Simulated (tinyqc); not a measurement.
Inside a calculation. Method: MP2 on RHF in the sto-3g basis, for H3-, spin multiplicity 1. The basis has no diffuse functions, so it cannot describe the extra electron: this is an exercise in the method, not the real anion. One step of it, computed by the program tinyqc.

Question. Iteration 1: diagonalisation and new density. Diagonalise F' = X^T F X, C = X C', fill 2 alpha and 2 beta electrons from the bottom; D = 2 C_occ C_occ^T. Each column has its largest component positive (the first on a tie).

Fock matrix F (hartree), order 1H 1s, 2H 1s, 3H 1s:
```
[[0.138189, -0.220526, -0.198287],
 [-0.220526, 0.156332, -0.027215],
 [-0.198287, -0.027215, 0.185042]]
```

X, order 1H 1s, 2H 1s, 3H 1s:
```
[[1.154682, -0.254440, -0.226103],
 [-0.254440, 1.084130, 0.009264],
 [-0.226103, 0.009264, 1.067334]]
```

Give: F' = X^T F X; orbital energies; coefficients C; D after iteration 1.

Answer.

F' = X^T F X (hartree):
```
[[0.434, -0.381, -0.343],
 [-0.381, 0.315, 0.089],
 [-0.343, 0.089, 0.314]]
```

orbital energies (hartree): [-0.095, 0.226, 0.931]

coefficients C, order 1H 1s, 2H 1s, 3H 1s:
```
[[0.559, 0.023, 1.066],
 [0.420, -0.717, -0.742],
 [0.344, 0.788, -0.671]]
```

D after iteration 1, order 1H 1s, 2H 1s, 3H 1s:
```
[[0.627, 0.437, 0.421],
 [0.437, 1.380, -0.841],
 [0.421, -0.841, 1.480]]
```
